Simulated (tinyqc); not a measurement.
Single-oscillator infrared dielectric function of a polar cubic crystal: one step, computed by the program tinyqc.

One ion pair, charges +Z* and -Z*, in a cell of volume Omega = a^3/4. Frequencies omega are given as wavenumbers (1/cm); eps_s is the static dielectric constant.

Problem. LO frequency and static constant from the Born charge. mu = M_A M_B/(M_A + M_B); ionic plasma term W^2 = 4 pi Z*^2 (e^2/(4 pi eps_0))/(Omega mu) in eV/(angstrom^2 u), turned into 1/cm by W = 15.6333042 x 33.35640952 x sqrt(W^2); omega_LO^2 = omega_TO^2 + W^2/eps_inf; eps_s = eps_inf + W^2/omega_TO^2; Szigeti charge 3 Z*/(eps_inf + 2); longitudinal (Callen) charge Z*/eps_inf.

Inputs (values chosen for the exercise, modelled on sodium chloride): lattice constant a = 5.64 angstrom; mass M_A = 22.99 u; mass M_B = 35.45 u; omega_TO = 165 1/cm; Born charge Z* = 1.08 e; eps_inf = 2.31.

Structure: rock salt. Free carriers: absent.

Constants: nu for 1 eV/(angstrom^2 u) = 15.6333042 THz; 1 THz = 33.35640952 1/cm; e^2/(4 pi eps_0) = 14.39964548 eV angstrom.

Give: reduced mass mu; W; omega_LO; eps_s; Szigeti charge; Callen charge.

Solution.

reduced mass mu = 13.95 u

W = 302.9 1/cm

omega_LO = 258.7 1/cm

eps_s = 5.680

Szigeti charge = 0.7517 e

Callen charge = 0.4675 e

omega_LO/omega_TO = 1.568; the ions supply 59 % of eps_s, as in a strongly ionic or soft-mode crystal.
